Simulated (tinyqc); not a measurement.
# Probe couplings from its potential

Question. One voltage probe p sits between leads L (mu = 1) and R (mu = 0) without magnetic field: mu_p = T_pL/(T_pL + T_pR), T_eff = T_RL + T_pL T_pR/(T_pL + T_pR). Find T_pL and T_pR.

T_RL = 0.43
mu_p = 0.54166667
T_eff = 0.54916667

Solution. T_eff - T_RL equals T_pL (1 - mu_p) and also T_pR mu_p.

T_pL = 0.2600
T_pR = 0.2200

Program tinyqc, `OMP_NUM_THREADS=1 python tinyqc.py 2700118 2700119 out.jsonl`; Intel Xeon 2.30GHz, shared host, one thread, about 0.01 s.
